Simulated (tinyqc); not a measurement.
Thermal, flicker and telegraph noise of a field-effect transistor: one step, computed by the program tinyqc. Command: `OMP_NUM_THREADS=1 python tinyqc.py 3011003 3011004 out.jsonl noise walk`. One thread of a shared host (Intel(R) Xeon(R) Processor @ 2.30GHz), about 0.01 s of CPU time with the checks.

Strong inversion, threshold roll-off and channel-length modulation left out; noise sources are uncorrelated and are given as one-sided spectral densities.

Problem. Flicker noise. C_ox = 3.9 eps_0/t; V_c = 2 v_s L/mu; I = W C_ox v_s V_ov^2/(V_ov + V_c); g_m = W C_ox v_s V_ov (V_ov + 2 V_c)/(V_ov + V_c)^2; g_d0 = mu C_ox (W/L) V_ov. Tunnelling length lambda = hbar/(2 sqrt(2 m_ox phi)); flat-band noise S_Vfb = e^2 k_B T lambda N_t/(W L C_ox^2 f). S_I = g_m^2 S_Vfb (1 + alpha_sc mu C_ox I/g_m)^2.

Inputs (values chosen for the exercise, modelled on a silicon n-channel): width W = 8.8 micrometre; length L = 230 nm; electrical oxide thickness t = 4.9 nm; mobility mu = 91 cm^2/(V s); saturation velocity v_s = 0.95 1e7 cm/s; overdrive V_ov = 0.29 V; oxide trap density N_t = 1.4e+18 1/(eV cm^3); oxide barrier phi = 2.9 eV; oxide mass m_ox = 0.41 m_0; Coulomb scattering coefficient alpha_sc = 9500 V s/C; frequency f = 20000 Hz; temperature T = 300 K.

Operating region: saturation. Flicker model: number with correlated mobility.

drain current I = 97.30032 microampere

Constants: eps_0 = 8.8541878128e-12 F/m; hbar = 1.054571817e-34 J s; m_0 = 9.1093837015e-31 kg; e = 1.602176634e-19 C; k_B = 8.617333262e-05 eV/K.

Give: tunnelling length lambda; S_Vfb; flicker S_I; flicker S_I/I^2.

Solution.

tunnelling length lambda = 0.89504 angstrom

S_Vfb = 4.1363e-14 V^2/Hz

flicker S_I = 2.0922e-20 A^2/Hz

flicker S_I/I^2 = 2.2099e-12 1/Hz
